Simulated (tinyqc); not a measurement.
# Ellipsometry and reflectance of a transparent film on an absorbing substrate: what changes with what

Air (index 1), film, substrate with N2 = n2 - i k2; time factor exp(+i w t). q_j = sqrt(N_j^2 - sin^2 th), root with positive real part. Fresnel coefficients r_s = (q_a - q_b)/(q_a + q_b), r_p = (N_b^2 q_a - N_a^2 q_b)/(N_b^2 q_a + N_a^2 q_b). tan(Psi) exp(i Delta) = R_p/R_s, Delta taken from 0 to 360 degrees.

Values chosen for this exercise; indices close to those of aluminium oxide on silicon: wavelength lam = 632.8 nm; angle of incidence th = 65 degrees; index of the transparent film n1 = 1.65; film thickness d = 3.5 nm; index of the substrate n2 = 3.882; extinction coefficient of the substrate k2 = 0.019.

Each table varies one quantity; the others keep the values above.

## Psi and Delta against the film thickness

beta = 2 pi d q1/lam, X = exp(-2 i beta), R = (r01 + r12 X)/(1 + r01 r12 X) for p and s. The last column is the derivative of Delta.

Results:
```
d (nm)  Psi (degrees)  Delta (degrees)  |R_p|^2  |R_s|^2  dDelta/dd (degrees/nm)
0               17.76            179.6  0.06541   0.6378                  -1.767
4               17.82            172.5  0.06581   0.6371                  -1.757
6               17.89            169.0  0.06629   0.6362                  -1.745
8               17.99            165.6  0.06694   0.6349                  -1.730
10              18.11            162.1  0.06776   0.6333                  -1.710
12              18.26            158.7  0.06876   0.6314                  -1.686
14              18.44            155.4  0.06993   0.6291                  -1.660
16              18.64            152.1  0.07126   0.6264                  -1.630
```

Estimate the missing row, d = 2 nm.

Computed row:
```
d (nm)  Psi (degrees)  Delta (degrees)  |R_p|^2  |R_s|^2  dDelta/dd (degrees/nm)
2               17.77            176.1  0.06552   0.6376                  -1.764
```

With this row back in the table: Delta falls from 179.58 to 152.08 degrees while Psi moves from 17.76 to 18.64: Delta changes 31.2 times as much as Psi. With the slope of the first row an error of 0.01 degree in Delta means 0.0057 nm.

## Effect of the index of the transparent film

Same model as above.

dDelta/dd is the derivative of Delta; period lam/(2 q1).

Result of one run:
```
n1    Psi (degrees)  Delta (degrees)  |R_p|^2  |R_s|^2  dDelta/dd (degrees/nm)  period (nm)
1.25          17.79            175.7  0.06563   0.6376                  -1.096        367.5
```

What becomes of these results when the index of the transparent film n1 is changed from 1.25 to 1.65, all else the same?

Result of the changed run:
```
n1    Psi (degrees)  Delta (degrees)  |R_p|^2  |R_s|^2  dDelta/dd (degrees/nm)  period (nm)
1.65          17.80            173.4  0.06572   0.6372                  -1.759        229.5
```

The whole series:
```
n1    Psi (degrees)  Delta (degrees)  |R_p|^2  |R_s|^2  dDelta/dd (degrees/nm)  period (nm)
1.25          17.79            175.7  0.06563   0.6376                  -1.096        367.5
1.45          17.80            174.2  0.06573   0.6374                  -1.531        279.5
1.65          17.80            173.4  0.06572   0.6372                  -1.759        229.5
1.85          17.80            173.1  0.06564   0.6370                  -1.859        196.2
2.05          17.78            173.0  0.06549   0.6369                  -1.871        172.1
2.25          17.76            173.2  0.06531   0.6367                  -1.818        153.6
2.45          17.74            173.6  0.06512   0.6365                  -1.713        139.0
2.65          17.72            174.1  0.06494   0.6364                  -1.566        127.1
```

Psi stays near 17.8 degrees and |R_p|^2 goes from 0.0656 through a maximum of 0.0657 (at n1 = 1.45 among the rows listed) to 0.0649. The slope of Delta is largest in size, 1.87 degrees/nm, at n1 = 2.05 among the rows.

tinyqc, about 0.01 s, one thread, Intel Xeon 2.30GHz (shared host): `OMP_NUM_THREADS=1 python tinyqc.py 2870146 2870147 out.jsonl`
